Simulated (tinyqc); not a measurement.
RHF in the sto-3g basis, for H3-, spin multiplicity 1, step by step. The basis has no diffuse functions, so it cannot describe the extra electron: this is an exercise in the method, not the real anion. Computed by tinyqc, a small Python program that keeps every step (integrals from PySCF). Settings: charge = -1, multiplicity = 1, basis = sto-3g, energy threshold = 1e-09, iteration cap = 81, orthogonalisation = symmetric, start = highest core orbitals, DIIS depth = 3, damping = 0.5, method = RHF. Command: `OMP_NUM_THREADS=1 python tinyqc.py 22378 22379 out.jsonl` (the two numbers bound the seeds that draw the settings). One thread of a shared host (Intel(R) Xeon(R) Processor @ 2.60GHz), about 0.05 s of CPU time with the checks. Later iterations appear only in the table of the cycle.

## One-electron integrals

Geometry (angstrom):
```
atom         x         y          z
H     0.000000  0.000000   0.000000
H     0.000000  0.000000   1.075000
H     0.000000  0.000000  -1.075000
```

Basis sto-3g: exponents (1/bohr^2) and contraction coefficients of normalised primitives:
```
element  l (shell)  exponent  coefficient
H            s (1)  3.425251     0.154329
H            s (1)  0.623914     0.535328
H            s (1)  0.168855     0.444635
```

Overlap, kinetic and nuclear-attraction integrals over the contracted functions; the nuclear repulsion is the sum of Za Zb / Rab.

nuclear repulsion = 1.23064468 hartree

overlap S, order 1H 1s, 2H 1s, 3H 1s:
$$\begin{pmatrix}
1.000000 & 0.453419 & 0.453419 \\
0.453419 & 1.000000 & 0.092728 \\
0.453419 & 0.092728 & 1.000000
\end{pmatrix}$$

kinetic energy T (hartree), order 1H 1s, 2H 1s, 3H 1s:
$$\begin{pmatrix}
0.760032 & 0.085805 & 0.085805 \\
0.085805 & 0.760032 & -0.011271 \\
0.085805 & -0.011271 & 0.760032
\end{pmatrix}$$

nuclear attraction V (hartree), order 1H 1s, 2H 1s, 3H 1s:
$$\begin{pmatrix}
-2.188605 & -0.852064 & -0.852064 \\
-0.852064 & -1.953697 & -0.161374 \\
-0.852064 & -0.161374 & -1.953697
\end{pmatrix}$$

core Hamiltonian H = T + V (hartree), order 1H 1s, 2H 1s, 3H 1s:
$$\begin{pmatrix}
-1.428573 & -0.766259 & -0.766259 \\
-0.766259 & -1.193665 & -0.172645 \\
-0.766259 & -0.172645 & -1.193665
\end{pmatrix}$$

## Two-electron integrals

Functions are numbered as in S; the eight-fold symmetry (ij|kl) = (ji|kl) = (kl|ij) leaves the list below.

Two-electron integrals (ij|kl) in chemists' order, unique and non-zero (hartree):
```
(11|11) 0.774606   (21|11) 0.276033   (21|21) 0.129201   (22|11) 0.454302
(22|21) 0.276033   (22|22) 0.774606   (31|11) 0.276033   (31|21) 0.091930
(31|22) 0.148692   (31|31) 0.129201   (32|11) 0.053937   (32|21) 0.021807
(32|22) 0.041778   (32|31) 0.021807   (32|32) 0.004333   (33|11) 0.454302
(33|21) 0.148692   (33|22) 0.245658   (33|31) 0.276033   (33|32) 0.041778
(33|33) 0.774606
```

## Orthogonalisation

S = U s U^T; symmetric (Loewdin) form X = U s^(-1/2) U^T, so that X^T S X = 1.

eigenvalues of S: [0.403458, 0.907272, 1.689269]

X, order 1H 1s, 2H 1s, 3H 1s:
$$\begin{pmatrix}
1.200897 & -0.283852 & -0.283852 \\
-0.283852 & 1.096354 & 0.046494 \\
-0.283852 & 0.046494 & 1.096354
\end{pmatrix}$$

## Starting guess

The start is the highest orbitals of the core Hamiltonian (a deliberately bad start); D = 2 C_occ C_occ^T.

D at the start, order 1H 1s, 2H 1s, 3H 1s:
$$\begin{pmatrix}
2.144125 & -1.696006 & -1.696006 \\
-1.696006 & 2.443747 & 0.239338 \\
-1.696006 & 0.239338 & 2.443747
\end{pmatrix}$$

## Iteration 1: building the Fock matrix

J_ij = sum D_kl (ij|kl), K_ij = sum D_kl (ik|jl); F = H + J - 0.5 K; E = tr D H + tr D J / 2 - 0.25 tr D K + E_nn.

Coulomb J (hartree), order 1H 1s, 2H 1s, 3H 1s:
$$\begin{pmatrix}
2.034457 & 0.890130 & 0.890130 \\
0.890130 & 2.046673 & 0.173976 \\
0.890130 & 0.173976 & 2.046673
\end{pmatrix}$$

exchange K (hartree), order 1H 1s, 2H 1s, 3H 1s:
$$\begin{pmatrix}
0.463712 & 0.123484 & 0.123484 \\
0.123484 & 1.190275 & -0.117202 \\
0.123484 & -0.117202 & 1.190275
\end{pmatrix}$$

Fock matrix F (hartree), order 1H 1s, 2H 1s, 3H 1s:
$$\begin{pmatrix}
0.374029 & 0.062129 & 0.062129 \\
0.062129 & 0.257870 & 0.059932 \\
0.062129 & 0.059932 & 0.257870
\end{pmatrix}$$

total energy of this density = 0.17470014 hartree

This density is the starting one.

## Iteration 1: diagonalisation and new density

Diagonalise F' = X^T F X, C = X C', fill 2 alpha and 2 beta electrons from the bottom; D = 2 C_occ C_occ^T; the new density keeps 0.5 of the old one (damping). Each column has its largest component positive (the first on a tie).

F' = X^T F X (hartree):
$$\begin{pmatrix}
0.505906 & -0.135312 & -0.135312 \\
-0.135312 & 0.306452 & 0.088283 \\
-0.135312 & 0.088283 & 0.306452
\end{pmatrix}$$

orbital energies (hartree): MO1 0.218169, MO2 0.251050, MO3 0.649590

coefficients C, order 1H 1s, 2H 1s, 3H 1s:
$$\begin{pmatrix}
0.000000 & 0.400057 & 1.201355 \\
0.742363 & 0.475789 & -0.712213 \\
-0.742363 & 0.475789 & -0.712213
\end{pmatrix}$$

D after iteration 1, order 1H 1s, 2H 1s, 3H 1s:
$$\begin{pmatrix}
1.232108 & -0.657660 & -0.657660 \\
-0.657660 & 1.999352 & -0.205058 \\
-0.657660 & -0.205058 & 1.999352
\end{pmatrix}$$

## Iteration 2: building the Fock matrix

As before.

Coulomb J (hartree), order 1H 1s, 2H 1s, 3H 1s:
$$\begin{pmatrix}
2.022755 & 0.889476 & 0.889476 \\
0.889476 & 2.023832 & 0.174373 \\
0.889476 & 0.174373 & 2.023832
\end{pmatrix}$$

exchange K (hartree), order 1H 1s, 2H 1s, 3H 1s:
$$\begin{pmatrix}
0.707189 & 0.420949 & 0.420949 \\
0.420949 & 1.307673 & 0.004803 \\
0.420949 & 0.004803 & 1.307673
\end{pmatrix}$$

Fock matrix F (hartree), order 1H 1s, 2H 1s, 3H 1s:
$$\begin{pmatrix}
0.240587 & -0.087257 & -0.087257 \\
-0.087257 & 0.176330 & -0.000674 \\
-0.087257 & -0.000674 & 0.176330
\end{pmatrix}$$

total energy of this density = -0.37704350 hartree

This density is a damped mixture and is not idempotent.

## Iteration 2: DIIS over 2 matrices

error matrix X^T (FDS - SDF) X:
$$\begin{pmatrix}
0.000000 & -0.156800 & -0.156800 \\
0.156800 & 0.000000 & 0.000000 \\
0.156800 & 0.000000 & 0.000000
\end{pmatrix}$$

B (overlaps of the stored error matrices):
$$\begin{pmatrix}
9.6518830e-02 & 9.7427806e-02 \\
9.7427806e-02 & 9.8345342e-02
\end{pmatrix}$$

Minimise |sum c_i e_i|^2 with sum c_i = 1: solve [B -1; -1 0][c; lambda] = [0; -1] with B_ij = tr e_i^T e_j, and take F = sum c_i F_i.

DIIS coefficients: [107.184166, -106.184166]

extrapolated F (hartree), order 1H 1s, 2H 1s, 3H 1s:
$$\begin{pmatrix}
14.543394 & 15.924579 & 15.924579 \\
15.924579 & 8.916185 & 6.495289 \\
15.924579 & 6.495289 & 8.916185
\end{pmatrix}$$

## Iteration 2: diagonalisation and new density

As before.

F' = X^T F X (hartree):
$$\begin{pmatrix}
1.743984 & 14.464734 & 14.464734 \\
14.464734 & 2.238563 & -0.429760 \\
14.464734 & -0.429760 & 2.238563
\end{pmatrix}$$

orbital energies (hartree): MO1 -18.679855, MO2 2.668323, MO3 22.232643

coefficients C, order 1H 1s, 2H 1s, 3H 1s:
$$\begin{pmatrix}
1.133462 & 0.000000 & 0.564413 \\
-0.771844 & 0.742363 & 0.371322 \\
-0.771844 & -0.742363 & 0.371322
\end{pmatrix}$$

D after iteration 2, order 1H 1s, 2H 1s, 3H 1s:
$$\begin{pmatrix}
1.900791 & -1.203686 & -1.203686 \\
-1.203686 & 2.146521 & -0.057889 \\
-1.203686 & -0.057889 & 2.146521
\end{pmatrix}$$

## Iteration 3: building the Fock matrix

As before.

Coulomb J (hartree), order 1H 1s, 2H 1s, 3H 1s:
$$\begin{pmatrix}
2.087431 & 0.901493 & 0.901493 \\
0.901493 & 2.026242 & 0.176384 \\
0.901493 & 0.176384 & 2.026242
\end{pmatrix}$$

exchange K (hartree), order 1H 1s, 2H 1s, 3H 1s:
$$\begin{pmatrix}
0.687358 & 0.276197 & 0.276197 \\
0.276197 & 1.195744 & -0.070831 \\
0.276197 & -0.070831 & 1.195744
\end{pmatrix}$$

Fock matrix F (hartree), order 1H 1s, 2H 1s, 3H 1s:
$$\begin{pmatrix}
0.315179 & -0.002864 & -0.002864 \\
-0.002864 & 0.234705 & 0.039154 \\
-0.002864 & 0.039154 & 0.234705
\end{pmatrix}$$

total energy of this density = -0.02665628 hartree

This density is a damped mixture and is not idempotent.

## Iteration 3: DIIS over 3 matrices

error matrix X^T (FDS - SDF) X:
$$\begin{pmatrix}
0.000000 & -0.089298 & -0.089298 \\
0.089298 & 0.000000 & 0.000000 \\
0.089298 & 0.000000 & 0.000000
\end{pmatrix}$$

B (overlaps of the stored error matrices):
$$\begin{pmatrix}
9.6518830e-02 & 9.7427806e-02 & 5.5484991e-02 \\
9.7427806e-02 & 9.8345342e-02 & 5.6007526e-02 \\
5.5484991e-02 & 5.6007526e-02 & 3.1896203e-02
\end{pmatrix}$$

As before.

DIIS coefficients: [-0.635403, -0.701240, 2.336643]

extrapolated F (hartree), order 1H 1s, 2H 1s, 3H 1s:
$$\begin{pmatrix}
0.330092 & 0.015019 & 0.015019 \\
0.015019 & 0.260921 & 0.053881 \\
0.015019 & 0.053881 & 0.260921
\end{pmatrix}$$

## Iteration 3: diagonalisation and new density

As before.

F' = X^T F X (hartree):
$$\begin{pmatrix}
0.506294 & -0.191610 & -0.191610 \\
-0.191610 & 0.336533 & 0.108333 \\
-0.191610 & 0.108333 & 0.336533
\end{pmatrix}$$

orbital energies (hartree): MO1 0.202868, MO2 0.228201, MO3 0.748292

coefficients C, order 1H 1s, 2H 1s, 3H 1s:
$$\begin{pmatrix}
0.500507 & 0.000000 & 1.163096 \\
0.413670 & 0.742363 & -0.750000 \\
0.413670 & -0.742363 & -0.750000
\end{pmatrix}$$

D after iteration 3, order 1H 1s, 2H 1s, 3H 1s:
$$\begin{pmatrix}
1.200903 & -0.394798 & -0.394798 \\
-0.394798 & 1.795485 & -0.408924 \\
-0.394798 & -0.408924 & 1.795485
\end{pmatrix}$$

## Iteration 4: building the Fock matrix

As before.

Coulomb J (hartree), order 1H 1s, 2H 1s, 3H 1s:
$$\begin{pmatrix}
2.081590 & 0.901637 & 0.901637 \\
0.901637 & 2.007911 & 0.176818 \\
0.901637 & 0.176818 & 2.007911
\end{pmatrix}$$

exchange K (hartree), order 1H 1s, 2H 1s, 3H 1s:
$$\begin{pmatrix}
0.883089 & 0.508580 & 0.508580 \\
0.508580 & 1.284389 & 0.023571 \\
0.508580 & 0.023571 & 1.284389
\end{pmatrix}$$

Fock matrix F (hartree), order 1H 1s, 2H 1s, 3H 1s:
$$\begin{pmatrix}
0.211473 & -0.118911 & -0.118911 \\
-0.118911 & 0.172051 & -0.007613 \\
-0.118911 & -0.007613 & 0.172051
\end{pmatrix}$$

total energy of this density = -0.56181811 hartree

This density is a damped mixture and is not idempotent.

## Iteration 4: DIIS over 3 matrices

error matrix X^T (FDS - SDF) X:
$$\begin{pmatrix}
0.000000 & -0.062876 & -0.062876 \\
0.062876 & 0.000000 & 0.000000 \\
0.062876 & 0.000000 & 0.000000
\end{pmatrix}$$

B (overlaps of the stored error matrices):
$$\begin{pmatrix}
9.8345342e-02 & 5.6007526e-02 & 3.9436106e-02 \\
5.6007526e-02 & 3.1896203e-02 & 2.2458804e-02 \\
3.9436106e-02 & 2.2458804e-02 & 1.5813728e-02
\end{pmatrix}$$

As before.

DIIS coefficients: [-0.847760, 0.633910, 1.213850]

extrapolated F (hartree), order 1H 1s, 2H 1s, 3H 1s:
$$\begin{pmatrix}
0.252532 & -0.072183 & -0.072183 \\
-0.072183 & 0.208141 & 0.016150 \\
-0.072183 & 0.016150 & 0.208141
\end{pmatrix}$$

## Iteration 4: diagonalisation and new density

As before.

F' = X^T F X (hartree):
$$\begin{pmatrix}
0.498755 & -0.269541 & -0.269541 \\
-0.269541 & 0.319459 & 0.107846 \\
-0.269541 & 0.107846 & 0.319459
\end{pmatrix}$$

orbital energies (hartree): MO1 0.080171, MO2 0.211613, MO3 0.845890

coefficients C, order 1H 1s, 2H 1s, 3H 1s:
$$\begin{pmatrix}
0.511775 & 0.000000 & 1.158182 \\
0.406369 & 0.742363 & -0.753980 \\
0.406369 & -0.742363 & -0.753980
\end{pmatrix}$$

D after iteration 4, order 1H 1s, 2H 1s, 3H 1s:
$$\begin{pmatrix}
0.862365 & 0.010570 & 0.010570 \\
0.010570 & 1.613981 & -0.590428 \\
0.010570 & -0.590428 & 1.613981
\end{pmatrix}$$

## Iteration 34 (converged): orbitals

converged F (hartree), order 1H 1s, 2H 1s, 3H 1s:
$$\begin{pmatrix}
0.108533 & -0.233860 & -0.233860 \\
-0.233860 & 0.113355 & -0.052410 \\
-0.233860 & -0.052410 & 0.113355
\end{pmatrix}$$

Diagonalise F' = X^T F X, C = X C', fill 2 alpha and 2 beta electrons from the bottom; D = 2 C_occ C_occ^T. Each column has its largest component positive (the first on a tie).

F' = X^T F X (hartree):
$$\begin{pmatrix}
0.485212 & -0.415411 & -0.415411 \\
-0.415411 & 0.291626 & 0.108919 \\
-0.415411 & 0.108919 & 0.291626
\end{pmatrix}$$

orbital energies (hartree): MO1 -0.146124, MO2 0.182707, MO3 1.031882

coefficients C, order 1H 1s, 2H 1s, 3H 1s:
$$\begin{pmatrix}
0.524202 & 0.000000 & 1.152611 \\
0.398236 & 0.742363 & -0.758307 \\
0.398236 & -0.742363 & -0.758307
\end{pmatrix}$$

D after iteration 34, order 1H 1s, 2H 1s, 3H 1s:
$$\begin{pmatrix}
0.549575 & 0.417512 & 0.417512 \\
0.417512 & 1.419389 & -0.785021 \\
0.417512 & -0.785021 & 1.419389
\end{pmatrix}$$

## Convergence

Stop when the energy changes by less than 1e-09 hartree and every element of the error matrix X^T (F D S - S D F) X is below 9e-06.

Course of the cycle:
```
iteration  E (hartree)     change  largest element of the error matrix
1           0.17470014          -                             1.55e-01
2          -0.37704350  -5.52e-01                             1.57e-01
3          -0.02665628   3.50e-01                             8.93e-02
4          -0.56181811  -5.35e-01                             6.29e-02
5          -0.91433127  -3.53e-01                             4.08e-02
6          -1.11187171  -1.98e-01                             1.76e-02
7          -1.21610338  -1.04e-01                             8.43e-03
8          -1.26956429  -5.35e-02                             4.35e-03
9          -1.29662926  -2.71e-02                             2.19e-03
10         -1.31024548  -1.36e-02                             1.08e-03
11         -1.31707453  -6.83e-03                             5.42e-04
12         -1.32049429  -3.42e-03                             2.71e-04
13         -1.32220548  -1.71e-03                             1.36e-04
14         -1.32306140  -8.56e-04                             6.78e-05
...                ...        ...                                  ...
21         -1.32391085  -6.69e-06                             5.30e-07
22         -1.32391420  -3.34e-06                             2.65e-07
23         -1.32391587  -1.67e-06                             1.32e-07
24         -1.32391670  -8.36e-07                             6.62e-08
25         -1.32391712  -4.18e-07                             3.31e-08
26         -1.32391733  -2.09e-07                             1.66e-08
27         -1.32391744  -1.05e-07                             8.28e-09
28         -1.32391749  -5.23e-08                             4.14e-09
29         -1.32391751  -2.61e-08                             2.07e-09
30         -1.32391753  -1.31e-08                             1.03e-09
31         -1.32391753  -6.53e-09                             5.17e-10
32         -1.32391754  -3.27e-09                             2.59e-10
33         -1.32391754  -1.63e-09                             1.29e-10
34         -1.32391754  -8.17e-10                             6.47e-11
```

PySCF RHF in the same basis = -1.32391754 hartree

Converged in 34 iterations.

## Populations, bond orders and dipole

Mulliken: Z minus the diagonal of D S on the atom; Loewdin: the same with S^(1/2) D S^(1/2); Mayer order: 2 sum_s sum (D(s) S)_ij (D(s) S)_ji over the two atoms.

Charges (e):
```
atom   Mulliken    Loewdin
1H     0.071808   0.071873
2H    -0.535904  -0.535937
3H    -0.535904  -0.535937
```

Mayer bond orders:
```
pair     order
2-1   0.497422
3-1   0.497422
3-2   0.215385
```

dipole moment about the origin, x y z (debye): [0.000000, 0.000000, 0.000000]
